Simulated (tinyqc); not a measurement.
Empirical pseudopotential in a few plane waves, step by step. One step of it, computed by the program tinyqc.

Task: Bloch Hamiltonian at G. Basis: the 15 shortest G (labels in 2 pi/a), the same at every k. H(G,G') = c |k + G|^2 delta + VS(|G-G'|^2) cos((G-G').tau) + i VA sin((G-G').tau), tau = a/8 (1,1,1); 1 Ry = 13.605693 eV.

Parameters chosen for this model: fcc lattice, atoms at +/- a/8 (1,1,1); form factors in rydberg at |G|^2 in units of (2 pi/a)^2:
```
parameter,value,unit
a,5.230000,angstrom
VS(3),-0.245000,Ry
VS(8),0.029000,Ry
VS(11),0.068000,Ry
VA(3),0,Ry
VA(4),0,Ry
VA(11),0,Ry
hbar^2/2m (2 pi/a)^2,5.498944,eV
```

k point G (2 pi / a): 0  0  0

Give: H(k) at G.

Result:

H(k) at G (eV), lower triangle:
```
,+0+0+0,-1-1-1,-1-1+1,-1+1-1,-1+1+1,+1-1-1,+1-1+1,+1+1-1,+1+1+1,-2+0+0,+0-2+0,+0+0-2,+0+0+2,+0+2+0,+2+0+0
+0+0+0,0.0000
-1-1-1,2.3571,16.4968
-1-1+1,-2.3571,0.0000,16.4968
-1+1-1,-2.3571,0.0000,0.3946,16.4968
-1+1+1,-2.3571,-0.3946,0.0000,0.0000,16.4968
+1-1-1,-2.3571,0.0000,0.3946,0.3946,0.0000,16.4968
+1-1+1,-2.3571,-0.3946,0.0000,0.0000,0.3946,0.0000,16.4968
+1+1-1,-2.3571,-0.3946,0.0000,0.0000,0.3946,0.0000,0.3946,16.4968
+1+1+1,2.3571,0.0000,-0.3946,-0.3946,0.0000,-0.3946,0.0000,0.0000,16.4968
-2+0+0,0.0000,-2.3571,-2.3571,-2.3571,2.3571,0.6542,-0.6542,-0.6542,-0.6542,21.9958
+0-2+0,0.0000,-2.3571,-2.3571,0.6542,-0.6542,-2.3571,2.3571,-0.6542,-0.6542,0.3946,21.9958
+0+0-2,0.0000,-2.3571,0.6542,-2.3571,-0.6542,-2.3571,-0.6542,2.3571,-0.6542,0.3946,0.3946,21.9958
+0+0+2,0.0000,-0.6542,2.3571,-0.6542,-2.3571,-0.6542,-2.3571,0.6542,-2.3571,-0.3946,-0.3946,0.0000,21.9958
+0+2+0,0.0000,-0.6542,-0.6542,2.3571,-2.3571,-0.6542,0.6542,-2.3571,-2.3571,-0.3946,0.0000,-0.3946,0.3946,21.9958
+2+0+0,0.0000,-0.6542,-0.6542,-0.6542,0.6542,2.3571,-2.3571,-2.3571,-2.3571,0.0000,-0.3946,-0.3946,0.3946,0.3946,21.9958
```
